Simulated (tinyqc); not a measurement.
Reduced Fermi level from a carrier density: charge neutrality of a doped semiconductor with incomplete ionisation. Computed by tinyqc, a small Python program. Command: `OMP_NUM_THREADS=1 python tinyqc.py 3019327 3019328 out.jsonl dopant walk`. One thread of a shared host (Intel(R) Xeon(R) Processor @ 2.30GHz), about 0.04 s of CPU time with the checks.

Energies are counted from the top of the valence band; E_D is measured down from the conduction band and E_A up from the valence band.

Inputs (values chosen for the exercise, modelled on germanium): gap at 0 K E_g0 = 0.735 eV; Varshni alpha = 0.000479 eV/K; Varshni beta = 244 K; electron mass m_e = 0.215 m_0; valleys M_c = 4; hole mass m_h = 0.353 m_0; temperature T = 250 K.

Doping: n-type. Statistics of the bands: Fermi-Dirac.

ratios u of density to N: [0.0047, 0.018, 0.071, 0.27, 1.1, 4.1, 16]

Constants: m_0 = 9.1093837015e-31 kg; k_B = 1.380649e-23 J/K; h = 6.62607015e-34 J s; k_B = 8.617333262e-05 eV/K.

Method:
- E_g = E_g0 - alpha T^2/(T + beta).
- N_c = 2 M_c (2 pi m_e k_B T/h^2)^(3/2) and N_v = 2 (2 pi m_h k_B T/h^2)^(3/2), masses in units of m_0.
- n_i = sqrt(N_c N_v) exp(-E_g/(2 k_B T)); E_i = E_g/2 + (k_B T/2) ln(N_v/N_c).
- F_1/2(eta) = (2/sqrt(pi)) int_0^infinity sqrt(x)/(1 + exp(x - eta)) dx, by the trapezoid rule in t = sqrt(x) with step 0.02 up to t = 12 (for eta < -12 by exp(eta) - exp(2 eta)/2^(3/2)).
- For u = density/N of the majority band, eta solves F_1/2(eta) = u (bisection). Boltzmann: ln u. Joyce-Dixon: ln u + u/sqrt(8) - 4.95009e-3 u^2 + 1.48386e-4 u^3 - 4.42563e-6 u^4. Degenerate limit: (3 sqrt(pi) u/4)^(2/3). The last column is (eta - ln u) k_B T.

N_c = 7.61233e+18 cm^-3

k_B T = 0.0215433 eV

Eta by four rules:
```
u       density (cm^-3)    exact  Boltzmann  Joyce-Dixon  degenerate  Boltzmann error (meV)
0.0047       3.5778e+16  -5.3585    -5.3602      -5.3585      0.0339             3.5796e-02
0.018        1.3702e+17  -4.0110    -4.0174      -4.0110      0.0830             1.3707e-01
0.071        5.4048e+17  -2.6200    -2.6451      -2.6200      0.2073             5.4025e-01
0.27         2.0553e+18  -1.2142    -1.3093      -1.2142      0.5050             2.0488e+00
1.1          8.3736e+18   0.4784     0.0953       0.4784      1.2883             8.2535e+00
4.1          3.1211e+19   2.7864     1.4110       2.7863      3.0970             2.9632e+01
16           1.2180e+20   7.5663     2.7726       7.4800      7.6766             1.0327e+02
```

What does the comparison show, and why?

Boltzmann statistics place E_F within 1 meV of the exact value up to u = 0.0710 of those listed and miss by 103 meV at u = 16. Joyce-Dixon stays within 0.01 in eta up to u = 4.10; the degenerate limit is still 1.5 % high at the last u. Past u of about 10 the Joyce-Dixon series fails. A parabolic band is assumed throughout.
